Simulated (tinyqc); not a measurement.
From results back to parameters: band gaps under pressure and temperature from deformation potentials. Three cases, with inputs chosen for the exercise.

Problem. A gap falls from its value at 0 K by aV T^2/(T + bV). The falls at two temperatures are given.

Find: T^2/fall; aV; bV.

Method. T^2/fall = (T + bV)/aV is a straight line in T with slope 1/aV and intercept bV/aV.

Case 1.

Values chosen (out of a larger set: near those of GaP, the X and L potentials typical of such crystals; not measured data): T12 = (77, 500) K (two temperatures).

falls at the two temperatures (meV): 8.102967  170.225386

Solution.

T^2/fall (K^2/meV): 731.7  1468.6

aV = 0.574 meV/K
bV = 343 K

Case 2.

Values chosen (out of a larger set: near those of GaP, the X and L potentials typical of such crystals; not measured data): T12 = (200, 500) K (two temperatures).

falls at the two temperatures (meV): 41.342756  168.879908

Solution.

T^2/fall (K^2/meV): 967.5  1480.3

aV = 0.585 meV/K
bV = 366 K

Case 3.

Values chosen (out of a larger set: near those of InP, the X and L potentials typical of such crystals; not measured data): T12 = (100, 400) K (two temperatures).

falls at the two temperatures (meV): 13.646617  102.614841

Solution.

T^2/fall (K^2/meV): 732.8  1559.2

aV = 0.363 meV/K
bV = 166 K

Computed by tinyqc, one run a case: `OMP_NUM_THREADS=1 python tinyqc.py N N+1 out.jsonl` with N = 1080043, 1080058, 1080122; one thread of a shared Intel(R) Xeon(R) Processor @ 2.30GHz, about 0.01 s a run at most.
